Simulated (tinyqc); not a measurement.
Inside a calculation. Method: sp3 tight binding, zinc-blende lattice. Computed by tinyqc, a small Python program that keeps every step. Command: `OMP_NUM_THREADS=1 python tinyqc.py 22625 22626 out.jsonl` (the two numbers bound the seeds that draw the settings). One thread of a shared host (Intel(R) Xeon(R) Processor @ 2.60GHz), about 0.01 s of CPU time with the checks.

## Bloch Hamiltonian at k

Parameters chosen for this model: zinc-blende lattice, anion at 0, cation at a/4 (1,1,1); V = eta hbar^2 / (m d^2), hbar^2/m = 7.619964 eV angstrom^2:
```
parameter          value      unit
a               4.570000  angstrom
d               1.978868  angstrom
Es anion      -16.900000        eV
Ep anion       -8.920000        eV
Es cation     -10.480000        eV
Ep cation      -5.580000        eV
eta ss         -1.400000
eta sp          1.840000
eta pp sigma    3.240000
eta pp pi      -0.810000
V ss           -2.724252        eV
V sp            3.580446        eV
V pp sigma      6.304698        eV
V pp pi        -1.576174        eV
```

k point k (2 pi / a): [-0.710000, 0.360000, -0.130000]

Slater-Koster rules over the four bonds with direction cosines (l, m, n): ss V_ss; s-px l V_sp; px-s -l V_sp; px-px l^2 V_pps + (1 - l^2) V_ppp; px-py l m (V_pps - V_ppp); each times exp(i k.d).

H(k) at k (eV), order a s, a px, a py, a pz, c s, c px, c py, c pz:
$$\begin{pmatrix}
-16.900000 & 0.000000 & 0.000000 & 0.000000 & -3.963625+1.063315i & 0.395270-6.139299i & -1.271388+1.908688i & 3.896118-0.622846i \\
0.000000 & -8.920000 & 0.000000 & 0.000000 & -0.395270+6.139299i & 1.528827-0.410136i & 4.951179-0.791512i & -1.615677+2.425558i \\
0.000000 & 0.000000 & -8.920000 & 0.000000 & 1.271388-1.908688i & 4.951179-0.791512i & 1.528827-0.410136i & 0.502309-7.801810i \\
0.000000 & 0.000000 & 0.000000 & -8.920000 & -3.896118+0.622846i & -1.615677+2.425558i & 0.502309-7.801810i & 1.528827-0.410136i \\
-3.963625-1.063315i & -0.395270-6.139299i & 1.271388+1.908688i & -3.896118-0.622846i & -10.480000 & 0.000000 & 0.000000 & 0.000000 \\
0.395270+6.139299i & 1.528827+0.410136i & 4.951179+0.791512i & -1.615677-2.425558i & 0.000000 & -5.580000 & 0.000000 & 0.000000 \\
-1.271388-1.908688i & 4.951179+0.791512i & 1.528827+0.410136i & 0.502309+7.801810i & 0.000000 & 0.000000 & -5.580000 & 0.000000 \\
3.896118+0.622846i & -1.615677-2.425558i & 0.502309+7.801810i & 1.528827+0.410136i & 0.000000 & 0.000000 & 0.000000 & -5.580000
\end{pmatrix}$$

## Levels at k

Diagonalise the Hermitian matrix.

eigenvalues (eV): [-22.205689, -18.435536, -16.797648, -15.922126, -2.276008, -0.630831, 1.902685, 3.485154]

weights |c|^2 of the basis functions, order a s, a px, a py, a pz, c s, c px, c py, c pz:
$$\begin{pmatrix}
0.680186 & 0.041882 & 0.018224 & 0.021075 & 0.167765 & 0.058919 & 0.003067 & 0.008883 \\
0.028412 & 0.133463 & 0.058632 & 0.298574 & 0.128767 & 0.241752 & 0.018340 & 0.092061 \\
0.005286 & 0.219414 & 0.099536 & 0.258090 & 0.003629 & 0.006370 & 0.243186 & 0.164490 \\
0.000513 & 0.152625 & 0.393633 & 0.004632 & 0.083530 & 0.063876 & 0.144280 & 0.156911 \\
0.139794 & 0.192692 & 0.097611 & 0.083577 & 0.377902 & 0.088024 & 0.005378 & 0.015022 \\
0.099540 & 0.018404 & 0.024722 & 0.159246 & 0.130705 & 0.417213 & 0.026694 & 0.123476 \\
0.025231 & 0.077568 & 0.168998 & 0.136806 & 0.004526 & 0.010981 & 0.355492 & 0.220398 \\
0.021039 & 0.163953 & 0.138644 & 0.038001 & 0.103176 & 0.112865 & 0.203563 & 0.218759
\end{pmatrix}$$

## Bloch Hamiltonian at L

k point L (2 pi / a): [0.500000, 0.500000, 0.500000]

As before.

H(k) at L (eV), order a s, a px, a py, a pz, c s, c px, c py, c pz:
$$\begin{pmatrix}
-16.900000 & 0.000000 & 0.000000 & 0.000000 & -3.852674+3.852674i & -2.923422+2.923422i & -2.923422+2.923422i & -2.923422+2.923422i \\
0.000000 & -8.920000 & 0.000000 & 0.000000 & 2.923422-2.923422i & 1.486031-1.486031i & -3.715079+3.715079i & -3.715079+3.715079i \\
0.000000 & 0.000000 & -8.920000 & 0.000000 & 2.923422-2.923422i & -3.715079+3.715079i & 1.486031-1.486031i & -3.715079+3.715079i \\
0.000000 & 0.000000 & 0.000000 & -8.920000 & 2.923422-2.923422i & -3.715079+3.715079i & -3.715079+3.715079i & 1.486031-1.486031i \\
-3.852674-3.852674i & 2.923422+2.923422i & 2.923422+2.923422i & 2.923422+2.923422i & -10.480000 & 0.000000 & 0.000000 & 0.000000 \\
-2.923422-2.923422i & 1.486031+1.486031i & -3.715079-3.715079i & -3.715079-3.715079i & 0.000000 & -5.580000 & 0.000000 & 0.000000 \\
-2.923422-2.923422i & -3.715079-3.715079i & 1.486031+1.486031i & -3.715079-3.715079i & 0.000000 & 0.000000 & -5.580000 & 0.000000 \\
-2.923422-2.923422i & -3.715079-3.715079i & -3.715079-3.715079i & 1.486031+1.486031i & 0.000000 & 0.000000 & 0.000000 & -5.580000
\end{pmatrix}$$

## Levels at L

As before.

eigenvalues (eV): [-22.441717, -19.591349, -14.792678, -14.792678, -3.423199, 0.292678, 0.292678, 3.576265]

## Bands along a path

The same steps at evenly spaced points between the labelled ones.

Bands along the path (eV):
```
k             band 1      band 2      band 3      band 4     band 5     band 6     band 7     band 8
L         -22.441717  -19.591349  -14.792678  -14.792678  -3.423199   0.292678   0.292678   3.576265
L-G 0.25  -23.129896  -18.392471  -14.430247  -14.430247  -3.272678  -0.069753  -0.069753   2.915046
L-G 0.50  -24.114347  -15.944884  -13.468811  -13.468811  -2.918346  -1.031189  -1.031189   1.097577
L-G 0.75  -24.804307  -13.224979  -12.328509  -12.328509  -2.586501  -2.171491  -2.171491  -1.264212
G         -25.049969  -11.772744  -11.772744  -11.772744  -2.727256  -2.727256  -2.727256  -2.330031
G-X 0.25  -24.719095  -13.084198  -13.084198  -12.536964  -2.597355  -2.026586  -1.415802  -1.415802
G-X 0.50  -23.756964  -15.424919  -15.424919  -14.414608  -2.205024  -1.503404   0.924919   0.924919
G-X 0.75  -22.316797  -17.231018  -17.231018  -16.646682  -1.709536  -1.206985   2.731018   2.731018
X         -21.260317  -18.005393  -17.889707  -17.889707  -1.394607  -1.219683   3.389707   3.389707
X-W 0.25  -21.260317  -18.005393  -17.889707  -17.889707  -1.394607  -1.219683   3.389707   3.389707
X-W 0.50  -21.260317  -18.005393  -17.889707  -17.889707  -1.394607  -1.219683   3.389707   3.389707
X-W 0.75  -21.260317  -18.005393  -17.889707  -17.889707  -1.394607  -1.219683   3.389707   3.389707
W         -21.260317  -18.005393  -17.889707  -17.889707  -1.394607  -1.219683   3.389707   3.389707
```

With 4 band(s) filled, the highest filled level on these points lies at G and the lowest empty one at L: a gap of 8.3495 eV, indirect.
